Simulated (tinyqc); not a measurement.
Worked calculation: coupled-perturbed Hartree-Fock on RHF in the 6-311g basis, for HeH+, spin multiplicity 1. The polarisability along this axis is zero because the basis has no function that the field can mix in; the real value is not. One step of it, computed by the program tinyqc.

Task: Integrals over molecular orbitals. (pq|rs) = sum C_ip C_jq C_kr C_ls (ij|kl), one index at a time.

coefficients C:
```
              MO1        MO2        MO3        MO4        MO5        MO6
1He 1s   0.256404  -0.098265  -0.002320  -0.136735  -0.016073  -1.456005
1He 2s   0.500652  -0.179791  -0.003813  -1.179679  -0.260651   1.801869
1He 3s   0.316125  -0.420382  -0.167867   1.816477   0.200461  -0.892778
2H 1s    0.068835   0.223612  -0.127363   0.101093  -1.545004   0.058803
2H 2s    0.127619   0.565488  -1.240469  -0.158219   1.931712  -0.132495
2H 3s   -0.021157   0.503492   1.627116  -0.547206  -0.896890   0.268281
```

core Hamiltonian H = T + V (hartree), lower triangle:
```
           1He 1s     1He 2s     1He 3s      2H 1s      2H 2s      2H 3s
1He 1s  -0.925925
1He 2s  -2.349757  -2.149408
1He 3s  -1.466119  -1.720720  -1.670090
2H 1s   -0.115330  -0.342853  -0.566586  -0.760216
2H 2s   -0.523349  -0.771156  -0.971573  -1.184934  -1.359756
2H 3s   -0.564923  -0.808950  -1.034777  -0.764643  -1.110966  -1.140448
```

Two-electron integrals (ij|kl) in chemists' order, unique and non-zero (hartree):
```
(11|11) 2.395117   (21|11) 1.347337   (21|21) 0.798707   (22|11) 1.358411
(22|21) 0.863847   (22|22) 1.054927   (31|11) 0.614121   (31|21) 0.368625
(31|22) 0.406802   (31|31) 0.170715   (32|11) 0.842709   (32|21) 0.547009
(32|22) 0.700418   (32|31) 0.259418   (32|32) 0.476676   (33|11) 0.767030
(33|21) 0.510236   (33|22) 0.697580   (33|31) 0.244176   (33|32) 0.494732
(33|33) 0.558022   (41|11) 0.021565   (41|21) 0.013481   (41|22) 0.015900
(41|31) 0.006314   (41|32) 0.010384   (41|33) 0.010080   (41|41) 0.000332
(42|11) 0.078411   (42|21) 0.052583   (42|22) 0.072898   (42|31) 0.025228
(42|32) 0.051837   (42|33) 0.058014   (42|41) 0.001494   (42|42) 0.010996
(43|11) 0.142227   (43|21) 0.096419   (43|22) 0.139100   (43|31) 0.046476
(43|32) 0.102235   (43|33) 0.123926   (43|41) 0.002663   (43|42) 0.023880
(43|43) 0.061618   (44|11) 0.476710   (44|21) 0.324343   (44|22) 0.475614
(44|31) 0.156607   (44|32) 0.355351   (44|33) 0.450304   (44|41) 0.008890
(44|42) 0.093532   (44|43) 0.274410   (44|44) 1.393035   (51|11) 0.193982
(51|21) 0.116982   (51|22) 0.130099   (51|31) 0.054247   (51|32) 0.083195
(51|33) 0.078591   (51|41) 0.002241   (51|42) 0.009101   (51|43) 0.016501
(51|44) 0.055223   (51|51) 0.017889   (52|11) 0.306257   (52|21) 0.200199
(52|22) 0.260810   (52|31) 0.095181   (52|32) 0.179226   (52|33) 0.189247
(52|41) 0.004537   (52|42) 0.025640   (52|43) 0.051621   (52|44) 0.184025
(52|51) 0.032309   (52|52) 0.076188   (53|11) 0.348594   (53|21) 0.233556
(53|22) 0.326026   (53|31) 0.112077   (53|32) 0.234615   (53|33) 0.273540
(53|41) 0.005559   (53|42) 0.039379   (53|43) 0.092720   (53|44) 0.366970
(53|51) 0.038259   (53|52) 0.104948   (53|53) 0.170905   (54|11) 0.336478
(54|21) 0.228786   (54|22) 0.334331   (54|31) 0.110431   (54|32) 0.248902
(54|33) 0.313299   (54|41) 0.006196   (54|42) 0.060614   (54|43) 0.172198
(54|44) 0.822971   (54|51) 0.038859   (54|52) 0.126377   (54|53) 0.247081
(54|54) 0.509703   (55|11) 0.466655   (55|21) 0.316230   (55|22) 0.457206
(55|31) 0.152431   (55|32) 0.337892   (55|33) 0.421020   (55|41) 0.008080
(55|42) 0.069168   (55|43) 0.187309   (55|44) 0.822904   (55|51) 0.052900
(55|52) 0.162265   (55|53) 0.306132   (55|54) 0.543028   (55|55) 0.644106
(61|11) 0.214706   (61|21) 0.129359   (61|22) 0.143648   (61|31) 0.059970
(61|32) 0.091812   (61|33) 0.086675   (61|41) 0.002304   (61|42) 0.009299
(61|43) 0.017059   (61|44) 0.057368   (61|51) 0.019294   (61|52) 0.034342
(61|53) 0.040590   (61|54) 0.040426   (61|55) 0.055547   (61|61) 0.021157
(62|11) 0.333789   (62|21) 0.218026   (62|22) 0.283593   (62|31) 0.103631
(62|32) 0.194761   (62|33) 0.205518   (62|41) 0.004430   (62|42) 0.023588
(62|43) 0.047345   (62|44) 0.166767   (62|51) 0.033924   (62|52) 0.076725
(62|53) 0.103652   (62|54) 0.115967   (62|55) 0.154299   (62|61) 0.036944
(62|62) 0.081115   (63|11) 0.396290   (63|21) 0.265612   (63|22) 0.371435
(63|31) 0.127483   (63|32) 0.267811   (63|33) 0.314367   (63|41) 0.005683
(63|42) 0.036939   (63|43) 0.084826   (63|44) 0.324199   (63|51) 0.042010
(63|52) 0.109655   (63|53) 0.172948   (63|54) 0.223119   (63|55) 0.292003
(63|61) 0.045636   (63|62) 0.114635   (63|63) 0.189219   (64|11) 0.177819
(64|21) 0.120852   (64|22) 0.176304   (64|31) 0.058322   (64|32) 0.131077
(64|33) 0.164635   (64|41) 0.003250   (64|42) 0.031044   (64|43) 0.087408
(64|44) 0.411256   (64|51) 0.020493   (64|52) 0.066015   (64|53) 0.128243
(64|54) 0.257757   (64|55) 0.279868   (64|61) 0.021340   (64|62) 0.060890
(64|63) 0.116769   (64|64) 0.130794   (65|11) 0.354212   (65|21) 0.239704
(65|22) 0.345362   (65|31) 0.115485   (65|32) 0.254792   (65|33) 0.317357
(65|41) 0.005874   (65|42) 0.047700   (65|43) 0.127108   (65|44) 0.543681
(65|51) 0.039600   (65|52) 0.118205   (65|53) 0.219935   (65|54) 0.365771
(65|55) 0.452669   (65|61) 0.041918   (65|62) 0.114940   (65|63) 0.216778
(65|64) 0.189803   (65|65) 0.325140   (66|11) 0.388991   (66|21) 0.263271
(66|22) 0.379783   (66|31) 0.126850   (66|32) 0.280739   (66|33) 0.353190
(66|41) 0.006017   (66|42) 0.045668   (66|43) 0.119316   (66|44) 0.494021
(66|51) 0.042537   (66|52) 0.122620   (66|53) 0.224385   (66|54) 0.340115
(66|55) 0.445993   (66|61) 0.045709   (66|62) 0.124039   (66|63) 0.234953
(66|64) 0.178035   (66|65) 0.331779   (66|66) 0.361682
```

Give: one-electron integrals over orbitals h = C^T H C; Two-electron integrals over orbitals.

Result:

one-electron integrals over orbitals h = C^T H C (hartree), lower triangle:
```
        1       2       3       4       5      6
1  -2.417
2   0.157  -1.248
3   0.015   0.155  -0.607
4   0.231  -0.175  -0.073  -0.575
5   0.026   0.025  -0.105  -0.025   1.057
6   0.159  -0.087   0.021  -0.328  -0.070  3.844
```

Two-electron integrals over orbitals (pq|rs), unique and non-zero (hartree):
```
(11|11) 0.989       (21|11) -0.157      (21|21) 0.081       (22|11) 0.467
(22|21) 0.055       (22|22) 0.582       (31|11) -0.015      (31|21) -0.020
(31|22) -0.052      (31|31) 0.015       (32|11) -0.087      (32|21) -0.025
(32|22) -0.129      (32|31) 0.025       (32|32) 0.071       (33|11) 0.322
(33|21) 0.033       (33|22) 0.390       (33|31) -0.025      (33|32) -0.053
(33|33) 0.312       (41|11) -0.231      (41|21) 0.069       (41|22) -0.034
(41|31) 2.95e-03    (41|32) 4.08e-03    (41|33) -0.007      (41|41) 0.118
(42|11) 0.122       (42|21) -0.017      (42|22) 0.046       (42|31) -0.009
(42|32) -0.025      (42|33) 0.019       (42|41) -0.041      (42|42) 0.031
(43|11) 0.038       (43|21) -0.023      (43|22) -0.029      (43|31) 0.011
(43|32) 0.006       (43|33) -0.017      (43|41) -5.30e-04   (43|42) 1.86e-03
(43|43) 0.022       (44|11) 0.616       (44|21) -0.078      (44|22) 0.361
(44|31) 1.59e-04    (44|32) -0.051      (44|33) 0.282       (44|41) -0.085
(44|42) 0.053       (44|43) 0.040       (44|44) 0.476       (51|11) -0.026
(51|21) 1.89e-03    (51|22) -0.028      (51|31) 0.005       (51|32) 0.020
(51|33) -0.011      (51|41) 0.010       (51|42) -0.008      (51|43) 2.96e-03
(51|44) -0.013      (51|51) 0.017       (52|11) -0.012      (52|21) -0.033
(52|22) -0.082      (52|31) 0.025       (52|32) 0.063       (52|33) -0.041
(52|41) -0.008      (52|42) -0.020      (52|43) 0.014       (52|44) -1.51e-03
(52|51) 0.035       (52|52) 0.111       (53|11) 0.055       (53|21) 0.032
(53|22) 0.125       (53|31) -0.025      (53|32) -0.063      (53|33) 0.059
(53|41) 7.31e-04    (53|42) 0.020       (53|43) -0.013      (53|44) 0.032
(53|51) -0.025      (53|52) -0.078      (53|53) 0.073       (54|11) 0.018
(54|21) -0.017      (54|22) -0.033      (54|31) 0.007       (54|32) 0.018
(54|33) -0.015      (54|41) -0.010      (54|42) 2.46e-03    (54|43) 0.006
(54|44) 0.006       (54|51) 0.010       (54|52) 0.027       (54|53) -0.023
(54|54) 0.013       (55|11) 0.461       (55|21) 0.100       (55|22) 0.667
(55|31) -0.079      (55|32) -0.193      (55|33) 0.435       (55|41) -0.011
(55|42) 0.068       (55|43) -0.044      (55|44) 0.358       (55|51) -0.064
(55|52) -0.208      (55|53) 0.219       (55|54) -0.064      (55|55) 0.935
(61|11) -0.159      (61|21) 0.058       (61|22) -0.018      (61|31) 3.43e-04
(61|32) -1.97e-03   (61|33) 1.76e-03    (61|41) 0.111       (61|42) -0.037
(61|43) -2.13e-04   (61|44) -0.067      (61|51) 0.015       (61|52) -0.006
(61|53) 1.28e-03    (61|54) -0.009      (61|55) 2.75e-03    (61|61) 0.203
(62|11) 0.072       (62|21) -0.025      (62|22) -7.01e-04   (62|31) -1.07e-03
(62|32) 2.82e-03    (62|33) -2.78e-03   (62|41) -0.046      (62|42) 0.015
(62|43) 3.53e-04    (62|44) 0.028       (62|51) -4.04e-03   (62|52) 2.27e-03
(62|53) -2.61e-03   (62|54) 4.14e-03    (62|55) -0.008      (62|61) -0.072
(62|62) 0.029       (63|11) -0.010      (63|21) 7.93e-04    (63|22) 2.28e-03
(63|31) 4.05e-04    (63|32) 1.98e-03    (63|33) 6.61e-04    (63|41) -9.91e-04
(63|42) -2.88e-03   (63|43) -4.85e-03   (63|44) -0.010      (63|51) -1.27e-03
(63|52) 4.65e-04    (63|53) -3.88e-04   (63|54) -7.18e-04   (63|55) -3.48e-04
(63|61) -1.67e-03   (63|62) -7.82e-04   (63|63) 3.03e-03    (64|11) 0.220
(64|21) -0.063      (64|22) 0.042       (64|31) -2.55e-03   (64|32) -0.010
(64|33) 0.011       (64|41) -0.105      (64|42) 0.041       (64|43) 2.97e-03
(64|44) 0.093       (64|51) -0.012      (64|52) 2.36e-03    (64|53) 4.92e-03
(64|54) 0.009       (64|55) 0.027       (64|61) -0.135      (64|62) 0.052
(64|63) 1.09e-03    (64|64) 0.118       (65|11) 0.042       (65|21) -0.011
(65|22) 0.006       (65|31) -1.25e-03   (65|32) -3.33e-03   (65|33) 1.45e-03
(65|41) -0.017      (65|42) 0.008       (65|43) 2.42e-03    (65|44) 0.020
(65|51) -1.03e-03   (65|52) -1.90e-03   (65|53) 1.58e-03    (65|54) 1.28e-03
(65|55) 0.005       (65|61) -0.018      (65|62) 0.009       (65|63) -1.31e-03
(65|64) 0.018       (65|65) 4.66e-03    (66|11) 1.143       (66|21) -0.223
(66|22) 0.460       (66|31) -0.009      (66|32) -0.076      (66|33) 0.309
(66|41) -0.332      (66|42) 0.153       (66|43) 0.044       (66|44) 0.685
(66|51) -0.037      (66|52) 3.94e-03    (66|53) 0.043       (66|54) 0.029
(66|55) 0.424       (66|61) -0.369      (66|62) 0.148       (66|63) -0.009
(66|64) 0.367       (66|65) 0.063       (66|66) 1.577
```
